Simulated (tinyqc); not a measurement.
Surface photovoltage measurement of the minority-carrier diffusion length in a wafer: one step, computed by the program tinyqc. Command: `OMP_NUM_THREADS=1 python tinyqc.py 3130357 3130358 out.jsonl spv walk`. One thread of a shared host (Intel(R) Xeon(R) Processor @ 2.30GHz), about 0.01 s of CPU time with the checks.

Low injection, steady light, a depletion layer much thinner than 1/alpha and L. The excess density dn is taken at the front edge of the neutral region; light that reaches the back is lost.

Question. One wavelength. alpha = (84.732/lambda - 76.417)^2 per cm with lambda in micrometre (an empirical fit for silicon between 0.7 and 1.05 micrometre). Thick wafer: dn = Phi L/((S_f + D/L)(L + 1/alpha)). Finite wafer, with s = S_b L/D, w = W/L, a = alpha L: dn = [Phi a/(a^2 - 1)] [a - B - exp(-alpha W)(a - s)/(cosh w + s sinh w)]/(S_f + B D/L), B = (sinh w + s cosh w)/(cosh w + s sinh w). Photovoltage V = (k_B T/e) ln(1 + dn/n_0). Lifetime = L^2/D.

Inputs (values chosen for the exercise, modelled on p-type silicon at room temperature):
```
quantity,value,unit
diffusion length L,250,micrometre
wafer thickness W,625,micrometre
diffusivity D,30.5,cm^2/s
front recombination velocity S_f,6300,cm/s
back recombination velocity S_b,1100,cm/s
photon flux entering,4.1e+12,1/(cm^2 s)
minority density at the surface barrier scale n_0,7e+08,1/cm^3
temperature T,298,K
wavelength,969,nm
```

Constants: k_B = 8.617333262e-05 eV/K.

Give: alpha; penetration depth 1/alpha; dn, thick wafer; B; dn, finite wafer; photovoltage V; lifetime.

Answer.

alpha = 121.57 1/cm

penetration depth 1/alpha = 82.259 micrometre

dn, thick wafer = 4.1023e+08 1/cm^3

B = 0.99930

dn, finite wafer = 4.1040e+08 1/cm^3

photovoltage V = 11.848 mV

lifetime = 20.492 microsecond

Caution: dn is not small against n_0, so V is not linear in the flux; the constant-flux reading then needs dn, not V.
